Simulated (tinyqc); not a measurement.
Length of a molecular wire: coherent transport through a tight-binding bridge. Computed by the program tinyqc. T = Gamma_L Gamma_R |G_1n|^2 with the self-energies of semi-infinite chains.

A uniform bridge between two chains:
```
parameter                        value
site energy (eV)              3.390000
hopping in the bridge (eV)    1.400000
lead hopping (eV)             2.560000
couplings (eV)              0.32, 0.31
E (eV)                        0.410000
```

Transmission against length:
```
sites           T      ln T
2      2.4277e-04   -8.3234
3      1.0424e-04   -9.1688
4      4.8022e-05   -9.9439
5      2.2846e-05  -10.6867
7      5.3697e-06  -12.1347
8      2.6222e-06  -12.8515
9      1.2827e-06  -13.5665
10     6.2803e-07  -14.2807
```

Estimate the missing row, sites = 6.

Computed row:
```
sites           T      ln T
6      1.1035e-05  -11.4144
```

E lies outside the band of the bridge (|E - e|/2h = 1.064 > 1), so T decays as exp(-beta n) with beta = 2 arccosh(1.064) = 0.7133 a site; the last two rows give 0.7142.
